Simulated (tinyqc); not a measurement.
## Junction parameters from two forward currents

Inverse problem. D(v) = J1 (exp(v/Vt) - 1) + J2 (exp(v/(2 Vt)) - 1). Find J1, J2 and the voltage 2 Vt ln(J2/J1) near which both parts are equal.

Inputs (values chosen for the exercise): temperature T = 398 K.

Constants: q = 1.602176634e-19 C, kB = 1.380649e-23 J/K, Vt = kB T/q. Results are converted to the units shown.

junction voltages (V): [0.26, 0.66]
currents (uA/um): [1.7421684e-7, 1.9016532e-4]

Solution. The current is linear in J1 and J2, so two points give two equations.

J1 = 5.70e-13 uA/um
J2 = 4.00e-9 uA/um
crossover = 0.607 V

Program tinyqc, `OMP_NUM_THREADS=1 python tinyqc.py 2182228 2182229 out.jsonl`; Intel Xeon 2.30GHz, shared host, one thread, about 0.2 s.
